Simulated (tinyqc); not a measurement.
What each parameter does: two-dimensional electron gas with Rashba and Dresselhaus coupling.

H = c k^2/m + al (ky sx - kx sy) + b1 (kx sx - ky sy) + gam kx ky (kx sy - ky sx), s the Pauli matrices, x = [100], c = hbar^2/2m0, b1 = gam (pi/L)^2 (hard walls). H = c k^2/m + B.s, so E = c k^2/m -/+ |B| and the lower state has its spin along -B.

Constants: hbar^2/2m0 = 3.80998211 eV angstrom^2.

Values chosen for the exercise (of the size met in GaAs; shifted at random, so the results belong to these values and not to a real crystal):
- m = 0.0628 m0 (mass)
- al = 0.019 eV angstrom (Rashba constant)
- gam = 12 eV angstrom^3 (bulk Dresselhaus constant)
- L = 246 angstrom (width of the (001) well)
- n = 6.6 1e11/cm^2 (sheet density (one subband filled))

Splittings 2|B| at k0 = sqrt(2 pi n) along [100], [110] and [-110], and E0 = c k0^2/m; 1e11/cm^2 = 1e-5/angstrom^2.

One parameter was then changed.

Results before and after:
```
case     [100] (meV)  [110] (meV)  [-110] (meV)  E0 (meV)
base          0.7779       0.7522        0.7955     25.16
changed       0.9320       0.9070        0.9502     25.16
```

Which of these changes was made? (a) m = 0.06908 m0; (b) L = 266 angstrom; (c) al = 0.0228 eV angstrom; (d) gam = 14.4 eV angstrom^3; (e) n = 9.9 1e11/cm^2.

Answer: (c) al = 0.0228 eV angstrom. Of the candidates, run in turn, only this one gives the changed row.

All candidates:
```
case                      [100] (meV)  [110] (meV)  [-110] (meV)  E0 (meV)
base                           0.7779       0.7522        0.7955     25.16
m = 0.06908 m0                 0.7779       0.7522        0.7955     22.87
al = 0.0228 eV angstrom        0.9320       0.9070        0.9502     25.16
gam = 14.4 eV angstrom^3       0.7797       0.7479        0.7998     25.16
L = 266 angstrom               0.7768       0.7407        0.8070     25.16
n = 9.9 1e11/cm^2              0.9528       0.8592        1.0363     37.74
```

Program tinyqc; command `OMP_NUM_THREADS=1 python tinyqc.py 1482195 1482196 out.jsonl`; about 0.01 s on one thread of a shared Intel(R) Xeon(R) Processor @ 2.30GHz.
